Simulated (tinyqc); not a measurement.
From u, exact back to coupling J: square-lattice Ising model by mean field, Bethe lattice, transfer matrix, exact enumeration and Monte Carlo steps. Computed by tinyqc, a small Python program. Command: `OMP_NUM_THREADS=1 python tinyqc.py 3009345 3009346 out.jsonl ising inv`. One thread of a shared host (Intel(R) Xeon(R) Processor @ 2.30GHz), about 0.01 s of CPU time with the checks.

H = -J sum over nearest pairs s_i s_j, s = +-1, no field, periodic boundaries; energies per site are in J. As a lattice gas or an alloy, s marks which species holds the site.

Inputs (values chosen for the exercise, for a model lattice): temperature T = 2420 K.

Constants: k_B = 8.617333262e-05 eV/K.

Method. K = J/(k_B T). Onsager: k_B T_c/J = 2/ln(1 + sqrt 2); mean field: 4; Bethe lattice with z = 4: 2/ln 2. K = J/(k_B T). Mean field: m = tanh(4 K m), u = -2 m^2. Bethe: cavity field h = 3 artanh(tanh K tanh h), m = tanh(4h/3), u = -2 (tanh K + tanh^2 h)/(1 + tanh K tanh^2 h). Exact: m = [1 - sinh(2K)^(-4)]^(1/8) below T_c; u = -coth(2K) [1 + (2/pi)(2 tanh^2(2K) - 1) K1(k)], k = 2 sinh(2K)/cosh^2(2K), K1 the complete elliptic integral of the first kind. The largest root is taken.

Problem. A run gave the result below. Find the coupling J, known to lie between 58 and 81 meV.

u, exact = -0.7625631

Solution.

Each step takes the trial c = (a f_b - b f_a)/(f_b - f_a), f being the result less the target and a, b, c the logarithms of the listed values; c replaces end b, the old b replaces a if the sign of f changed, and otherwise f_a is halved.

Scan of the range:
```
coupling J (meV)  u, exact
58.0              -0.63736
61.3              -0.68545
64.8              -0.73929
68.5              -0.79994
72.5              -0.87072
76.6              -0.95038
81.0              -1.04665
```

False position (Illinois rule, in the logarithm of the input) inside the bracket:
```
step    end a    end b    trial   u, exact
1     64.8000  68.5000  66.1956  -0.761679
2     68.5000  66.1956  66.2480  -0.762530
3     68.5000  66.2480  66.2519  -0.762594
4     66.2480  66.2519  66.2500  -0.762563
5     66.2519  66.2500  66.2500  -0.762563
```

u, exact falls at every point of a 13-point scan of the range (every second point is shown), so one value fits; it is bracketed by 64.8 and 68.5. Answer: coupling J = 66.25 meV.
